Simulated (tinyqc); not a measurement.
What each parameter does: ellipsoidal valleys in the axes of a wafer and a channel.

Valleys with axes a along x, y and z, two valleys each; inverse mass tensor w = 1/mt + (1/ml - 1/mt) a a. Device axes: z = nz/|nz|, x = nx/|nx|, y = z cross x; in them a = (ax, ay, az). Confinement mass mz = 1/w_zz. In the plane w_ij is replaced by u_ij = w_ij - w_iz w_jz/w_zz (i, j = x, y); density-of-states mass md = 1/sqrt(det u); conductivity mass along x mc = 1/u_xx; ballistic transport mass mx = u_yy/det u, width mass my = 1/u_yy.

Hard walls: E_n = c (n pi/t)^2/mz, c = hbar^2/2m0, n = 1, 2, 3. Non-degenerate share of a valley proportional to md sum_n exp(-E_n/kT); mean 1/mc = sum of share/mc. 1 nm = 10 angstrom.

Constants: hbar^2/2m0 = 3.80998211 eV angstrom^2; kB = 8.617333262e-05 eV/K.

Inputs chosen for the exercise (near those of the Delta valleys of Si; not measured data):
```
symbol  value      unit  meaning
ml      0.904      m0    longitudinal mass
mt      0.192      m0    transverse mass
nz      (1, 1, 0)        surface normal (confinement)
nx      (0, 0, 1)        channel direction
t       4.4        nm    thickness of the film
T       77         K     temperature
```

Lowest E1, its share and the mean conductivity mass.

Results for these values:
```
case  lowest E1 (meV)   share  mean mc (m0)
base            61.32  0.9984        0.1922
```

What happens to each result for ml = 0.814 m0, all else kept?

Answer: lowest E1 rises from 61.32 to 62.51; share falls from 0.9984 to 0.9981; mean mc rises from 0.1922 to 0.1923.

The same for each parameter in turn:
```
case           lowest E1 (meV)   share  mean mc (m0)
base                     61.32  0.9984        0.1922
ml = 0.814 m0            62.51  0.9981        0.1923
mt = 0.173 m0            66.88  0.9993        0.1731
t = 4.84 nm              50.68  0.9955        0.1927
T = 69.3 K               61.32  0.9992        0.1921
```

(tinyqc, `OMP_NUM_THREADS=1 python tinyqc.py 1850984 1850985 out.jsonl`, Intel(R) Xeon(R) Processor @ 2.30GHz, 1 thread, shared host, about 0.01 s.)
